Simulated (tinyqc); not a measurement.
# Long-channel MOSFET, surface-potential model: effects of single changes

n-channel transistor on a uniformly doped p-type body, gradual-channel approximation, constant mobility, Boltzmann statistics, full ionisation. Potentials are counted from the neutral body; V is the electron quasi-Fermi potential, Vsb at the source and Vsb + Vds at the drain. Charges are magnitudes per area.

Parameters, values chosen for the exercise; material values those of a made-up semiconductor:
```
symbol    value        unit                                      meaning
T           293           K                                  temperature
Eg         1.78          eV                                     band gap
eps_r      12.9               relative permittivity of the semiconductor
Nc      3.21e17       cm^-3       conduction-band density of states at T
Nv      7.72e18       cm^-3          valence-band density of states at T
Na       8.8e16       cm^-3                 acceptor density of the body
eox        4.04              relative permittivity of the gate insulator
tox         2.1          nm                          insulator thickness
Vfb       -1.26           V                            flat-band voltage
mu          630  cm^2/(V s)                             channel mobility
W            10          um                                   gate width
L             2          um                                  gate length
Vsb         0.3           V                     source-body reverse bias
Vds         1.2           V                         drain-source voltage
```

Constants: q = 1.602176634e-19 C, kB = 1.380649e-23 J/K, Vt = kB T/q, eps0 = 8.8541878128e-14 F/cm where lengths are in cm. Results are converted to the units shown.

Each table varies one quantity; the others keep the values above.

## Transfer curve from weak to strong inversion

ni = sqrt(Nc Nv) exp(-Eg/(2 Vt)), Eg in volts; phiF = Vt ln(Na/ni); Cox = eps0 eox/tox; gamma = sqrt(2 q eps0 eps_r Na)/Cox. The surface potential psi at channel potential V solves Vgs + Vsb - Vfb - psi = gamma sqrt(G), G = psi - Vt + Vt exp((psi - 2 phiF - V)/Vt). Charge sheet: Qi = Cox gamma [sqrt(G) - sqrt(psi - Vt)]; I = mu (W/L) [integral of Qi dpsi from psi_0 to psi_L (drift) + Vt (Qi0 - QiL) (diffusion)], with psi_0 at V = Vsb and psi_L at V = Vsb + Vds. Pao-Sah: Qi(V) = (Cox gamma/2) integral from 3 Vt to psi of exp((u - 2 phiF - V)/Vt)/sqrt(G(u, V)) du, and I = mu (W/L) integral of Qi dV from Vsb to Vsb + Vds. Square law: VT = Vfb + 2 phiF + gamma sqrt(2 phiF + Vsb), m = 1 + gamma/(2 sqrt(2 phiF + Vsb)), I = mu Cox (W/L) [(Vgs - VT) v - m v^2/2] with v the smaller of Vds and (Vgs - VT)/m, and zero below VT. gm = dI/dVgs of the charge-sheet current.

Transfer curve from weak to strong inversion:
```
Vgs (V),"I, charge sheet (uA)","I, Pao-Sah (uA)",drift share (%),gm/I (1/V),"I, square law (uA)"
0.32,6.745e-5,6.796e-5,9.478e-4,37.79,0
0.45,0.009208,0.009274,0.1292,37.81,0
0.57,0.7721,0.7829,9.006,34.05,6.234
0.7,19.36,20.24,55.08,16.30,82.92
0.82,83.33,87.53,74.78,9.184,231.3
0.95,218.3,228.7,83.53,6.042,476.0
1.07,408.9,426.7,87.68,4.550,779.4
1.2,690.0,717.3,90.37,3.575,1192
1.32,1020,1057,92.01,2.978,1651
```

The charge-sheet current rises from 6.74e-5 to 1020 uA. In the first row gm/I is 37.8 1/V, a swing of 60.9 mV a decade, against Vt ln 10 = 58.1 mV a decade for an ideal gate; in the last it is 2.98 1/V. Drift passes half of the current at Vgs = 0.7 V among the rows listed (VT = 0.521 V). The charge sheet departs most from Pao-Sah at Vgs = 0.82 V, where it is 4.8 % below it. In the last row the square law is 56 % above Pao-Sah. For Vgs = 0.57 to 1.32 V the surface electron density at the source passes 0.3 Nc, where degeneracy and quantisation, left out here, matter.

## Output curve

Same model as above.

In this table Vgs = 0.84 V.

Output curve:
```
Vds (V),psi_L (V),QiL (nC/cm^2),"I, charge sheet (uA)","I, Pao-Sah (uA)","I, square law (uA)"
0.05,2.118,220.4,38.57,40.53,78.65
0.11,2.164,139.6,70.95,74.61,154.7
0.16,2.198,80.05,87.36,91.88,202.7
0.22,2.228,26.77,96.68,101.6,241.9
0.27,2.240,6.090,98.93,103.9,259.3
0.33,2.243,0.6453,99.40,104.4,263.2
0.38,2.243,0.09027,99.44,104.4,263.2
0.43,2.243,0.01248,99.45,104.4,263.2
0.49,2.243,0.001160,99.45,104.4,263.2
```

What does the table show?

The Pao-Sah current rises from 40.5 to 104 uA, while the charge at the drain end falls from 220 to 0.00116 nC/cm^2. The current first comes within 1 % of its last value at Vds = 0.27 V among the rows listed; the square law saturates at (Vgs - VT)/m = 0.307 V. Over the last two rows psi_L moves by less than 1 mV: the drain has lost hold of the surface potential, so the current no longer grows. In the last row the charge sheet is 4.8 % below Pao-Sah and the square law 2.52 times it. In every row the surface electron density at the source passes 0.3 Nc, where degeneracy and quantisation, left out here, matter.

tinyqc, about 0.06 s, one thread, Intel Xeon 2.30GHz (shared host): `OMP_NUM_THREADS=1 python tinyqc.py 2360132 2360133 out.jsonl`
